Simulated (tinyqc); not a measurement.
Inside a calculation. Method: tight binding, honeycomb lattice. One step of it, computed by the program tinyqc.

Task: Levels at k. Diagonalise the Hermitian matrix.

H(k) at k (eV):
```
                     A                    B
A             0.174647  -4.042708+1.276920i
B  -4.042708-1.276920i             0.097320
```

Give: eigenvalues; weights |c|^2 of the basis functions.

Result:

eigenvalues (eV): -4.104  4.376

weights |c|^2 of the basis functions:
```
   band 1  band 2
A   0.495   0.505
B   0.505   0.495
```
